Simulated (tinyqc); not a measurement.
Composition profile: interdiffusion in a binary couple: Darken equations, Kirkendall shift and Boltzmann-Matano analysis. Computed by tinyqc, a small Python program. Command: `OMP_NUM_THREADS=1 python tinyqc.py 3022620 3022621 out.jsonl darken walk`. One thread of a shared host (Intel(R) Xeon(R) Processor @ 2.30GHz), about 0.05 s of CPU time with the checks.

x is the mole fraction of B; the molar volume is constant, and the two halves are long enough to count as infinite.

Inputs (values chosen for the exercise, for a model alloy A-B): tracer diffusivity D*_A(0) = 2.1e-13 m^2/s; tracer diffusivity D*_B(0) = 2e-13 m^2/s; slope k of ln D* with x = 0.64; regular-solution parameter W = -0.012 eV; temperature T = 1350 K; left composition x_L = 0.11; right composition x_R = 0.48; time t = 43000 s.

Vacancy-wind correction: none.

Constants: k_B = 8.617333262e-05 eV/K.

Method:
- D*_i(x) = D*_i(0) exp(k x); thermodynamic factor Phi = 1 - 2 W x (1 - x)/(k_B T); intrinsic D_i = D*_i Phi; interdiffusion D~ = x D_A + (1 - x) D_B.
- With lambda = z/sqrt(t), the profile solves d/dlambda (D~ dx/dlambda) + (lambda/2) dx/dlambda = 0 with x = x_L and x_R far to the left and right; z = 0 is the original interface. It is solved as a boundary-value problem in y = lambda/sqrt(D~ at the mean composition) on -12 < y < 12 (collocation, tolerance 1e-8).
- The last column is the error-function profile for a constant D~ taken at the mean composition.

D~ at the mean composition = 2.5564e-13 m^2/s

Profile at time t:
```
y      z (um)        x  dx/dz (1/um)  x for constant D~
-3.0  -314.54  0.11480    9.1429e-05            0.11627
-2.0  -209.69  0.13705    3.7731e-04            0.13910
-1.5  -157.27  0.16265    6.0417e-04            0.16344
-1.0  -104.85  0.20030    8.2526e-04            0.19871
-0.5   -52.42  0.24781    9.6923e-04            0.24388
0.0      0.00  0.29978    9.9227e-04            0.29500
0.5     52.42  0.34979    8.9908e-04            0.34612
1.0    104.85  0.39271    7.2997e-04            0.39129
1.5    157.27  0.42588    5.3510e-04            0.42656
2.0    209.69  0.44909    3.5519e-04            0.45090
3.0    314.54  0.47224    1.1584e-04            0.47373
```

At the original interface x = 0.2998, against the mean 0.2950. D~ is 1.33 times as large at x_R as at x_L, so the profile is flatter and reaches further on the right.
